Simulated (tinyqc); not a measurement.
# K factor and largest bandwidth from two damping rates

Problem. The damping of a laser follows gamma = K fR^2 + gamma0. With gamma0 neglected, the largest 3 dB bandwidth is 2 sqrt(2) pi/K, reached where gamma = sqrt(2) 2 pi fR. Find K, gamma0 and that bandwidth.

gamma at fR = 2.2 and 8.7 GHz (1/ns): 3.478  35.360500

Answer. gamma is linear in fR^2: slope K, intercept gamma0.

K = 0.450 ns
gamma0 = 1.30 1/ns
largest f3dB = 19.7 GHz

Computed by the program tinyqc: `OMP_NUM_THREADS=1 python tinyqc.py 2840111 2840112 out.jsonl`, one thread of a shared Intel Xeon 2.30GHz, about 0.01 s for the whole run.
